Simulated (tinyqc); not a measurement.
Hydrogen passivation of interface dangling bonds: competing passivation and dissociation with distributed barriers. Changing the anneal time t. Computed by tinyqc, a small Python program. Command: `OMP_NUM_THREADS=1 python tinyqc.py 3031305 3031306 out.jsonl passiv sweep`. One thread of a shared host (Intel(R) Xeon(R) Processor @ 2.30GHz), about 0.1 s of CPU time with the checks.

P_b + H2 gives P_bH + H at the rate k_f [H2]; P_bH gives P_b + H at the rate k_d. All defects start unpassivated. E_f and E_d are Gaussian and independent.

Inputs (values chosen for the exercise, close to those used for P_b centres at the silicon-oxide interface): defect density N0 = 4.9e+12 1/cm^2; passivation prefactor k_f0 = 6.5e-07 cm^3/s; mean passivation barrier E_f = 1.61 eV; spread sigma_f = 0.087 eV; dissociation prefactor k_d0 = 2.6e+12 1/s; mean dissociation barrier E_d = 2.61 eV; spread sigma_d = 0.071 eV; H2 in the oxide per atm, solubility factor = 8.3e+17 1/(cm^3 atm); hydrogen pressure p = 10 atm; anneal temperature T = 450 C; oxide thickness = 8.6 nm.

Constants: k_B = 8.617333262e-05 eV/K; e = 1.602176634e-19 C; eps_0 = 8.8541878128e-12 F/m.

Method:
- [H2] = solubility factor x p; a = k_f0 [H2] exp(-E_f/(k_B T)), d = k_d0 exp(-E_d/(k_B T)). For one pair of barriers the active share is y = [d + a exp(-(a + d) t)]/(a + d).
- Temperatures in kelvin are T(C) + 273.15.
- Average y over both Gaussians with 40 x 40 Gauss-Hermite points.
- Active density N0 y; threshold shift if each active defect holds one charge, e N0 y t_ox/(3.9 eps_0).
- Minimise the averaged y over T between 150 and 900 C: find where ln y is equal at T - 0.05 and T + 0.05 C; T is rounded to 0.1 C.

One run for each value:
```
anneal time t (s)  active share y  active share, single barriers  best temperature (C)  least active share
1.00e+00               9.9319e-03                     5.1735e-08                 563.1          1.6863e-06
1.00e+01               7.9063e-05                     5.1734e-08                 505.1          7.2350e-07
1.00e+02               3.3098e-07                     5.1734e-08                 455.0          3.1702e-07
1.00e+03               2.6237e-07                     5.1734e-08                 411.3          1.4159e-07
1.00e+04               2.6236e-07                     5.1734e-08                 372.8          6.4489e-08
1.00e+06               2.6236e-07                     5.1734e-08                 308.3          1.4109e-08
```

Give the missing row, anneal time t (s) = 1.00e+05.

Computed row:
```
anneal time t (s)  active share y  active share, single barriers  best temperature (C)  least active share
1.00e+05               2.6236e-07                     5.1734e-08                 338.8          2.9936e-08
```

Interpolating between the two neighbouring rows (the first column on a logarithmic scale, the others too where they are positive) misses most in least active share, by 0.76 %. Over the rows, active share y falls from 0.00993 to 2.62e-7, flat over part of the range; active share, single barriers falls from 5.1735e-8 to 5.1734e-8, flat over part of the range; best temperature (C) falls from 563 to 308 (exponent d ln y / d ln x -0.047 between the first rows and -0.041 between the last). At the high end the exponent of active share y is 0.00, close to 0: the steady balance is reached. The spread turns a single exponential into a slower, stretched decay. Longer anneals allow a colder optimum with a lower floor.

Caution (all rows): single-barrier shares below about 1e-3 are formal; measured passivation levels off well above them. Caution (all rows): a least active share below 1e-3 is a property of the model; measured passivation levels off well above it. Caution (all rows): atomic hydrogen, which both passivates and depassivates, and further passivation during cooling are left out. Caution (rows 10.0, 100, 1000, 10000, 100000, 1.00e6): densities below a few 1e9 per cm^2 are formal: other defects set the floor in real interfaces.

Extremes, crossings and ranges named in words are read from the listed rows.
